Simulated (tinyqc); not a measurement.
Worked calculation: Born-Oppenheimer dynamics on the RHF/sto-6g surface (energies and gradients from PySCF), for H4, spin multiplicity 1. Computed by tinyqc, a small Python program that keeps every step (integrals from PySCF). Settings: charge = 0, multiplicity = 1, basis = sto-6g, time step (fs) = 0.5, steps = 16. Command: `OMP_NUM_THREADS=1 python tinyqc.py 26092 26093 out.jsonl` (the two numbers bound the seeds that draw the settings). One thread of a shared host (Intel(R) Xeon(R) Processor @ 2.60GHz), about 1 s of CPU time with the checks.

positions (bohr), order 1H, 2H, 3H, 4H:
$$\begin{pmatrix}
0.075589 & -0.005669 & -0.032125 \\
-0.028346 & 0.069920 & 1.806578 \\
-0.020787 & 0.037795 & 3.921182 \\
0.109604 & 0.013228 & 5.852482
\end{pmatrix}$$

The total energy should stay constant up to terms of order dt^2; the step counts as short enough if it moves by less than 2 % of the largest kinetic energy.

Trajectory:
```
time (fs)  1H-2H (angstrom)  potential (hartree)  kinetic (hartree)  total (hartree)
0.000000           0.975374          -2.12360614         0.00111646      -2.12248968
0.500000           0.963638          -2.12945152         0.00690417      -2.12254735
1.000000           0.915600          -2.15677759         0.03383066      -2.12294692
1.500000           0.834133          -2.19874949         0.07451436      -2.12423514
2.000000           0.727238          -2.23520951         0.10799895      -2.12721055
2.500000           0.614203          -2.22543782         0.09517567      -2.13026216
3.000000           0.534444          -2.14971899         0.02740068      -2.12231831
3.500000           0.537807          -2.13593501         0.01683565      -2.11909936
4.000000           0.621781          -2.21733226         0.08721943      -2.13011283
4.500000           0.735879          -2.24287527         0.11500183      -2.12787343
5.000000           0.842392          -2.21326970         0.08872013      -2.12454957
5.500000           0.923138          -2.17206888         0.04902086      -2.12304802
6.000000           0.970552          -2.14246544         0.01990731      -2.12255813
6.500000           0.981913          -2.13271657         0.01025475      -2.12246182
7.000000           0.956787          -2.14455186         0.02196269      -2.12258917
7.500000           0.896514          -2.17570851         0.05257408      -2.12313443
8.000000           0.805431          -2.21716903         0.09252628      -2.12464275
```

Is the time step short enough?

No. The total energy moves within 1.1e-02 hartree; that is over 2 % of the largest kinetic energy, so the time step is too long.
